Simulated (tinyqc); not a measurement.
Tunnelling through a gate dielectric, WKB transmission and Tsu-Esaki current: one step of the calculation.

Electrons leave the emitter at x = 0. Energies E (motion across the layers) are in eV from the emitter Fermi level; the collector Fermi level lies at -V and offers states at every E. No charge in the dielectric and no image force: F1 = V/t1, U = phi1 - F1 x. With C = hbar^2/(2 m0), kappa = sqrt(m (U - E)/C) where U > E and 0 elsewhere; T(E) = exp(-S), S = 2 times the integral of kappa over x.

Task. Current density on a coarse energy grid. Each layer adds (2/F) sqrt(m/C) [G(u at its left edge) - G(u at its right edge)] to S, with u = U - E (0 where negative) and G(u) = (2/3) u^1.5. The slope follows from 1/d = -dS/dE.

J = J0 times the integral of T(E) N(E) dE, N = ln[(1 + exp(-E/Vt))/(1 + exp((-E - V)/Vt))], J0 = q^2 me m0 kB T/(2 pi^2 hbar^3) (times 1e-4 for A/cm^2 per eV), by Simpson's rule on nE equally spaced points from Ea to Eb.

Parameters, values chosen for the exercise; dielectric values close to those of silicon dioxide:
```
symbol,value,unit,meaning
T,400,K,temperature
Ef,0.24,eV,Fermi energy of the emitter above its band bottom
me,0.68,m0,emitter mass in the supply function
phi1,3.24,eV,barrier of layer 1 above the emitter Fermi level at zero bias
m1,0.5,m0,tunnelling mass of layer 1
t1,1.7,nm,thickness of layer 1
V,0.8,V,voltage across the dielectric
Ea,-0.24,eV,lower end of the energy grid
Eb,0.36,eV,upper end of the energy grid
nE,9,,points of the energy grid
```

Constants: q = 1.602176634e-19 C, kB = 1.380649e-23 J/K, hbar = 1.054571817e-34 J s, m0 = 9.1093837015e-31 kg, Vt = kB T/q, hbar^2/(2 m0) = 0.0380998212 eV nm^2. Results are converted to the units shown.

Find: E; T(E); N; T(E) N; J0; J.

Result.

```
point	E (eV)	T(E)	N	T(E) N
0	-0.24000	4.1577e-10	6.9637	2.8953e-9
1	-0.16500	5.4214e-10	4.7952	2.5996e-9
2	-0.09000	7.0929e-10	2.6819	1.9022e-9
3	-0.01500	9.3123e-10	0.93422	8.6997e-10
4	0.06000	1.2271e-9	0.16161	1.9831e-10
5	0.13500	1.6230e-9	0.019715	3.1997e-11
6	0.21000	2.1552e-9	0.0022575	4.8654e-12
7	0.28500	2.8738e-9	2.5651e-4	7.3715e-13
8	0.36000	3.8485e-9	2.9120e-5	1.1207e-13
```

J0 = 3.7932e8 A/(cm^2 eV)
J = 0.20024 A/cm^2

The integrand peaks at E = -0.240 eV among these points.

Program tinyqc, `OMP_NUM_THREADS=1 python tinyqc.py 2540171 2540172 out.jsonl`; Intel Xeon 2.30GHz, shared host, one thread, about 0.06 s.
